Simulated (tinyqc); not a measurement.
Specific resistance of a metal-semiconductor contact and its transmission-line measurement: one step, computed by the program tinyqc. Command: `OMP_NUM_THREADS=1 python tinyqc.py 3019126 3019127 out.jsonl contact walk`. One thread of a shared host (Intel(R) Xeon(R) Processor @ 2.30GHz), about 0.01 s of CPU time with the checks.

The barrier is parabolic (depletion approximation), energies E are normal energies counted from the band edge in the neutral semiconductor (downwards for holes), and the bias is zero. xi is an input, held fixed when other inputs move.

Task: Tunnelling energy and barrier. E_00 = (e hbar/2) sqrt(N/(eps eps_0 m)); band bending E_b = phi_B + xi; depletion width w = sqrt(2 eps eps_0 E_b/(e^2 N)).

Inputs (values chosen for the exercise, modelled on n-type GaN): tunnelling mass m = 0.21 m_0; permittivity eps = 9.7; barrier height phi_B = 0.88 eV; doping N = 3.1e+18 1/cm^3; Fermi level above the band edge in the bulk, xi = -0.017 eV; temperature T = 500 K.

Image-force lowering: left out.

Constants: hbar = 1.054571817e-34 J s; eps_0 = 8.8541878128e-12 F/m; m_0 = 9.1093837015e-31 kg; k_B = 8.617333262e-05 eV/K; e = 1.602176634e-19 C.

Give: E_00; E_00/k_B T; depletion width; barrier used, above the bulk band edge.

Result:

E_00 = 22.904 meV

E_00/k_B T = 0.53158

depletion width = 17.276 nm

barrier used, above the bulk band edge = 0.863 eV

By the usual rule this is thermionic-field emission (0.5 to 5 k_B T).
